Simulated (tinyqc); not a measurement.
Polytypes by hexagonality, and a cubic inclusion as a quantum well, step by step. Values are carried at full precision from step to step, so a last printed digit may differ when a step is redone from the rounded ones.

A layer is h if its two neighbours in the periodic sequence sit on the same site, k otherwise; the hexagonality h is the share of h layers.

Constants: hbar^2/2m0 = 3.80998211 eV angstrom^2.

Values chosen for the exercise (of the order of those of SiC; shifted at random, so the results belong to these values and not to a real crystal): E3 = 2.388 eV (gap of the cubic polytype); E2 = 3.333 eV (gap of 2H); Ev2 = 0.105 eV (valence top of 2H above that of 3C); P2 = -0.0405 C/m^2 (spontaneous polarisation of 2H); Es = 3.248 eV (gap at the hexagonality hs); hs = 0.5 (hexagonality up to which the first line holds); m = (0.303, 0.317) m0 (electron mass along c in the cubic layer and in the host); d = 2.516 angstrom (thickness of a double layer); eps = 9.7 (dielectric constant); N = 4 (double layers in the cubic inclusion).

## Hexagonality

Stacking sequences:
```
polytype         sequence
3C                    ABC
15R       ABCACBCABACABCB
9R              ABCBCACAB
4H                   ABCB
8H               ABCABACB
```

Give the h/k string and h of each.

Hexagonality:
```
polytype       h/k string       h
3C                    kkk  0.0000
15R       hkkhkhkkhkhkkhk  0.4000
9R              hkhhkhhkh  0.6667
4H                   hkhk  0.5000
8H               hkkkhkkk  0.2500
```

## Gaps and band edges

Gap: E3 + (Es - E3) h/hs for h up to hs, then linear from Es to E2 at h = 1. Valence top Ev2 h and polarisation P2 h, both counted from 3C; Ec = Ev + gap.

Evaluate for each polytype.

Results:
```
polytype  gap (eV)  Ev (eV)  Ec (eV)  P (C/m^2)
3C          2.3880   0.0000   2.3880    0.00000
15R         3.0760   0.0420   3.1180   -0.01620
9R          3.2763   0.0700   3.3463   -0.02700
4H          3.2480   0.0525   3.3005   -0.02025
8H          2.8180   0.0262   2.8443   -0.01013
```

The widest gap is that of 9R, the narrowest that of 3C. Ev and Ec both rise with h, so 3C collects electrons and the more hexagonal side holes: a staggered line-up.

## The bound level without the field

A cubic inclusion of width L = N d in the host (h = 0.5) is a well of depth V = Ec(host) - Ec(3C). Square well with mass mismatch: k tan(k L/2) = (m_w/m_b) q, k = sqrt(m_w E/c), q = sqrt(m_b (V - E)/c), c = hbar^2/2m0, lowest root. The depth of the level, V - E, is its binding, and the transition to the valence top of the host is gap(host) - (V - E). The step in polarisation gives a field |F| = |P|/(eps eps0) in a thin inclusion, eps0 = 8.8541878e-12 F/m.

Give V, L, the level E, its depth below the host conduction edge and the transition to the valence top of the host, gap(host) - (V - E).

V = 0.9125 eV
L = 10.064 angstrom
E above the bottom = 0.3727 eV
depth below the host edge = 0.5398 eV
transition = 2.7082 eV

The level keeps 59 % of the well depth. The transition lies above the gap of 3C itself (2.388 eV). At a few layers the effective-mass picture is only a guide.

## The polarisation field

Give |F|, the drop |F| L, the bound charge |P|/e per cm^2 (e = 1.602176634e-19 C), and, as a first estimate, the shift -|F| L/2 of the transition for an electron centred in the layer and a hole in the host on the high side.

|F| = 2.358 MV/cm
drop = 237.3 meV
bound charge = 1.26e+13 cm^-2
estimated shift = -118.6 meV

The drop is 26 % of the well depth. The host edge on the low side sinks by 119 meV against the centre, less than the 540 meV by which the flat well binds.

## Checks

- Square-well root against finite differences on a grid of 0.5 angstrom (eV): both 0.373.

Run: tinyqc, `OMP_NUM_THREADS=1 python tinyqc.py 1850783 1850784 out.jsonl`; Intel(R) Xeon(R) Processor @ 2.30GHz, one thread, shared host; about 0.04 s of CPU time with all checks.
